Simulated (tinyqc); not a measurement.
Convergence with the k mesh: Bethe-Salpeter matrix of a two-band square lattice (Tamm-Dancoff form).

One valence and one conduction band, lattice period 1, mesh k = 2 pi j/N along each axis (first index slowest). Pair energies D(k) = Eg + 2 t sum(1 - cos k), t = tc + tv. Screened attraction W(R) = U at R = 0 and V/|R| otherwise, R over the N x N cells with the nearest image; W(q) = sum_R W(R) cos(q R). H(k, k') = D(k) delta - W(k - k')/Nk + 2 J/Nk for singlets (J = 0 for triplets), Nk the number of k points. With a constant transition dipole the strength of a state is f = (sum_k A_k)^2/Nk, and the f sum to 1.

Values chosen for the exercise: Eg = 4.6 eV (quasiparticle gap); tc = 0.21 eV (conduction hopping); tv = 0.07 eV (valence hopping); U = 1.35 eV (attraction in the same cell); V = 0 eV (attraction at one cell distance); J = 0.23 eV (exchange in the same cell).

Lowest triplet and singlet, and f of the singlet, against N.

Results:

| N | Eg - E triplet (eV) | Eg - E singlet (eV) | f singlet |
|---|---|---|---|
| 3 | 0.5224 | 0.2329 | 0.4940 |
| 4 | 0.4842 | 0.1838 | 0.4848 |
| 6 | 0.4714 | 0.1517 | 0.5224 |
| 9 | 0.4705 | 0.1435 | 0.5588 |
| 22 | 0.4705 | 0.1426 | 0.5675 |
| 36 | 0.4705 | 0.1426 | 0.5675 |

Give the missing row, N = 14.

Computed row:
```
N   Eg - E triplet (eV)  Eg - E singlet (eV)  f singlet
14               0.4705               0.1426     0.5671
```

The coarsest mesh misjudges the singlet binding by +0.0903 eV against the finest: a mesh of N points along an axis repeats the pair every N cells. The triplet is within 1 meV of the last row from N = 6 on. The singlet is within 1 meV of the last row from N = 9 on. The more tightly bound triplet is the smaller object in R, so it needs no more points than the singlet.

Computed by tinyqc, a small Python program: `OMP_NUM_THREADS=1 python tinyqc.py 1252274 1252275 out.jsonl` (the numbers bound the seed that draws the inputs); one thread of a shared host (Intel(R) Xeon(R) Processor @ 2.30GHz), about 1 s for the whole set of steps.
